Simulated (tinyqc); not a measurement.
Fermi-Dirac statistics of conduction electrons: one step. Fermi level in the non-parabolic band. Five cases, with inputs chosen for the exercise.

Question. Solve for eta at the same n.

Non-parabolic band E (1 + alpha E) = c k^2/m: n = Nc (2/sqrt(pi)) integral_0^infinity sqrt(x (1 + a x)) (1 + 2 a x) dx/(1 + exp(x - eta)) with a = alpha kT and eta = (EF - Ec)/kT; a = 0 gives n = Nc F_1/2(eta).

Give: a; eta; EF - Ec.

Case 1.

Values chosen (out of a larger set: near those of Si, lowest valleys alone; not measured data): alpha = 0.47 1/eV (non-parabolicity).

u = n/Nc = 3.582882
kT = 0.03446933 eV

Answer.

a = 0.01620
eta = 2.293
EF - Ec = 79.03 meV

The extra states lower EF by 6.64 meV against the parabolic band.

Case 2.

Values chosen (out of a larger set: near those of Si, lowest valleys alone; not measured data): alpha = 0.52 1/eV (non-parabolicity).

u = n/Nc = 0.2398993
kT = 0.02283593 eV

Answer.

a = 0.01187
eta = -1.393
EF - Ec = -31.80 meV

The extra states lower EF by 1.13 meV against the parabolic band.

Case 3.

Values chosen (out of a larger set: near those of Ge, lowest valleys alone; not measured data): alpha = 0.64 1/eV (non-parabolicity).

u = n/Nc = 0.2983318
kT = 0.00663535 eV

Answer.

a = 0.00425
eta = -1.123
EF - Ec = -7.45 meV

The extra states lower EF by 0.12 meV against the parabolic band.

Case 4.

Values chosen (out of a larger set: near those of Ge, lowest valleys alone; not measured data): alpha = 0.71 1/eV (non-parabolicity).

u = n/Nc = 3.503497
kT = 0.00663535 eV

Answer.

a = 0.00471
eta = 2.379
EF - Ec = 15.79 meV

The extra states lower EF by 0.39 meV against the parabolic band.

Case 5.

Values chosen (out of a larger set: near those of Si, lowest valleys alone; not measured data): alpha = 0.5 1/eV (non-parabolicity).

u = n/Nc = 0.06172205
kT = 0.03446933 eV

Answer.

a = 0.01723
eta = -2.829
EF - Ec = -97.51 meV

The extra states lower EF by 2.26 meV against the parabolic band.

Computed by tinyqc, one run a case: `OMP_NUM_THREADS=1 python tinyqc.py N N+1 out.jsonl` with N = 1650004, 1650081, 1650471, 1650834, 1650841; one thread of a shared Intel(R) Xeon(R) Processor @ 2.30GHz, about 0.01 s a run at most.
